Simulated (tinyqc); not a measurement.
What each parameter does: defect-molecule model of a vacancy with Jahn-Teller distortion.

Four dangling hybrids a, b, c, d point into the vacancy: H_ii = E0, and -gm between any two. A tetragonal distortion Q pairs a with b and c with d: those two couplings become -gm - I Q and the other four -gm + I Q/2, at an elastic cost k Q^2/2. The a1 level holds two electrons; charge states 2+, + and 0 put n = 0, 1, 2 more into the lowest level of t2 origin. Energy from the 2+ state at Q = 0, with the Fermi level mu counted from Ev: W_n(Q) = n (et - 2 I Q) + k Q^2/2 + Uc n (n - 1)/2 - n mu. et = E0 + gm is the undistorted t2 level.

Inputs chosen for the exercise (of the size used for the vacancy in silicon; the results hold for these values, not for the real material): E0 = -0.03 eV (level of a dangling hybrid, from Ev); gm = 0.38 eV (coupling between two dangling hybrids); I = 1.21 eV/angstrom (Jahn-Teller coupling); k = 18.1 eV/angstrom^2 (force constant of the mode); Uc = 0.34 eV (repulsion of two electrons in one orbital).

E_JT = 2 I^2/k, E(2+/+) = et - E_JT, E(+/0) = et - 3 E_JT + Uc, U_eff = E(+/0) - E(2+/+); a1 level E0 - 3 gm.

One parameter was then changed.

Results before and after:
```
case     (2+/+) (eV)  (+/0) (eV)  U_eff (eV)  a1 (eV)
base          0.1882      0.2047      0.0164  -1.1700
changed       0.1542      0.1027     -0.0515  -1.1700
```

Which of these changes was made? (a) E0 = 0.02 eV; (b) k = 19.91 eV/angstrom^2; (c) Uc = 0.4 eV; (d) gm = 0.42 eV; (e) I = 1.331 eV/angstrom.

Answer: (e) I = 1.331 eV/angstrom. Of the candidates, run in turn, only this one gives the changed row.

All candidates:
```
case                     (2+/+) (eV)  (+/0) (eV)  U_eff (eV)  a1 (eV)
base                          0.1882      0.2047      0.0164  -1.1700
E0 = 0.02 eV                  0.2382      0.2547      0.0164  -1.1200
gm = 0.42 eV                  0.2282      0.2447      0.0164  -1.2900
I = 1.331 eV/angstrom         0.1542      0.1027     -0.0515  -1.1700
k = 19.91 eV/angstrom^2       0.2029      0.2488      0.0459  -1.1700
Uc = 0.4 eV                   0.1882      0.2647      0.0764  -1.1700
```

E0 and gm move both levels alike, so U_eff depends on I, k and Uc alone.

Run: tinyqc, `OMP_NUM_THREADS=1 python tinyqc.py 1482278 1482279 out.jsonl`; Intel(R) Xeon(R) Processor @ 2.30GHz, one thread, shared host; about 0.01 s of CPU time with all checks.
